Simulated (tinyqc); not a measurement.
Error of the time step: velocity overshoot from momentum and energy balance equations after a field step. Computed by tinyqc, a small Python program. Command: `OMP_NUM_THREADS=1 python tinyqc.py 3030527 3030528 out.jsonl overshoot walk`. One thread of a shared host (Intel(R) Xeon(R) Processor @ 2.30GHz), about 0.02 s of CPU time with the checks.

At t = 0 the field jumps from 0 to F in a uniform sample. v is the drift velocity and u = w - (3/2) k_B T the excess energy per carrier.

Inputs (values chosen for the exercise, modelled on electrons in GaN except for tau_E):

| quantity | value | unit |
|---|---|---|
| effective mass m | 0.2 | m_0 |
| low-field mobility mu_0 | 1200 | cm^2/(V s) |
| saturation velocity v_s | 1.9 | 1e7 cm/s |
| energy relaxation time tau_E | 0.59 | ps |
| field after the step F | 25 | kV/cm |
| lattice temperature T | 300 | K |
| time step dt | 10 | fs |

Scheme: explicit Euler.

Constants: m_0 = 9.1093837015e-31 kg; e = 1.602176634e-19 C; k_B = 8.617333262e-05 eV/K.

Method:
- dv/dt = e F/m - v/tau_m(u), du/dt = e F v - u/tau_E, tau_m(u) = tau_0/(1 + c u), tau_0 = m mu_0/e, c = mu_0/(e tau_E v_s^2); this choice gives the steady state v (1 + mu_0 F v/v_s^2) = mu_0 F, which saturates at v_s. Steady velocity v = 2 mu_0 F/(1 + sqrt(1 + 4 (mu_0 F/v_s)^2)); u = e F v tau_E; carrier temperature T + 2u/(3 k_B), neglecting the drift energy m v^2/2.
- Step: v_new = v + dt (e F/m - v/tau_m(u)), u_new = u + dt (e F v - u/tau_E). Start v = u = 0; the distance adds dt (v + v_new)/2.
- The peak velocity is recomputed with dt/2 and dt/4 and by an adaptive Runge-Kutta method (tolerance 1e-9).

tau_0 = 136.455 fs

acceleration e F/m = 0.0219853 1e7 cm/s per fs

c = 5.63407 1/eV

steady velocity = 1.39132 1e7 cm/s

Peak velocity:

| step | v_peak (1e7 cm/s) | error (%) |
|---|---|---|
| dt | 2.1275 | 1.7601 |
| dt/2 | 2.1088 | 0.8637 |
| dt/4 | 2.0996 | 0.4260 |
| adaptive | 2.0907 | 0.0000 |

What follows from these numbers?

The explicit scheme puts the peak 1.76 % too high; halving dt divides the error by 2.04, as a first-order method should.

Extremes, crossings and ranges named in words are read from the listed rows.
